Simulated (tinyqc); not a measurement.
# Off-state leakage of single and stacked transistors, step by step

tinyqc, about 0.03 s, one thread, Intel Xeon 2.30GHz (shared host): `OMP_NUM_THREADS=1 python tinyqc.py 2242017 2242018 out.jsonl` Printed values are rounded.

n-channel devices of unit width. Subthreshold current I(Vg, Vs, Vd) = I0 (T/300 K)^0.5 exp[(Vg - Vs - VT(T) - gb (Vs - Vb) + dd (Vd - Vs))/(nf Vt)] (1 - exp(-(Vd - Vs)/Vt)), VT(T) = VT - cT (T - 300 K). Gate-edge tunnelling Ig (Vd/1 V) exp(ag (Vd - 1 V)), for a gate at 0 V, and band-to-band leakage Ab u exp(-Bb/u), u = Vd - Vb + 1 V, flow at a drain held at V; both are taken as independent of T. In a stack of off transistors (all gates at 0 V) the same subthreshold current passes through each.

Inputs (values chosen for the exercise); values of the order met in bulk silicon logic transistors: temperature T = 300 K; supply voltage V = 1 V; threshold at 300 K, zero drain and body bias VT = 0.36 V; fall of the threshold with temperature cT = 0.6 mV/K; current at threshold at 300 K I0 = 0.92 uA/um; slope factor nf = 1.17; drain-induced lowering per volt dd = 0.17; rise of the threshold per volt of source-body bias gb = 0.22; gate-edge tunnelling current at 1 V Ig = 0.0001 uA/um; exponential slope of the gate current ag = 3.8 1/V; prefactor of band-to-band leakage at the drain Ab = 5 uA/(um V); its exponential voltage Bb = 29 V; body voltage Vb = 0 V.

Constants: q = 1.602176634e-19 C, kB = 1.380649e-23 J/K, Vt = kB T/q. Results are converted to the units shown.

## Leakage of one transistor

Vg = Vs = 0, Vd = V; effective threshold VT(T) - gb Vb - dd V.

effective threshold = 0.19 V
parts (nA/um): subthreshold 1.72069, gate edge 0.1, band-to-band 0.00504348
total = 1.82573 nA/um
shares (%): subthreshold 94.2465, gate edge 5.47725, band-to-band 0.276244

The subthreshold part is the largest.

## Starting value

Vx = dd V/(1 + gb + 2 dd), the solution for Vx well above Vt, rounded to three decimals.

Vx at the start = 0.109 V

## Iteration 1: new Vx

Stack of two, Vx the node between them: I_low = I(0, 0, Vx), I_up = I(0, Vx, V), f = ln(I_up/I_low), f' = -(1 + gb + 2 dd)/(nf Vt) - 1/(Vt (exp(Vx/Vt) - 1)) - 1/(Vt (exp((V - Vx)/Vt) - 1)), Vx(new) = Vx - f/f'.

I_low = 0.0113342 nA/um
I_up = 0.0114887 nA/um
f = 0.0135405
f' = -52.1549 1/V
Vx after iteration 1 = 0.109260 V

## Iteration 2: new Vx

As before.

I_low = 0.0113524 nA/um
I_up = 0.0113524 nA/um
f = 7.63754e-7
f' = -52.1490 1/V
Vx after iteration 2 = 0.109260 V

## Course of the iteration

Stop when the step is below 1e-11 V, or after 40 iterations.

Course of the iteration:
```
iteration  Vx before the step (V)  step (V)
1                           0.109   2.60e-4
2                        0.109260   1.46e-8
3                        0.109260  9.71e-17
```

Converged in 3 iterations. The subthreshold current of the stack is 0.01135 nA/um, 152 times less than that of one transistor (the drain leakage is unchanged); the estimate exp[dd V (1 + gb + dd)/((1 + gb + 2 dd) nf Vt)] gives 150.
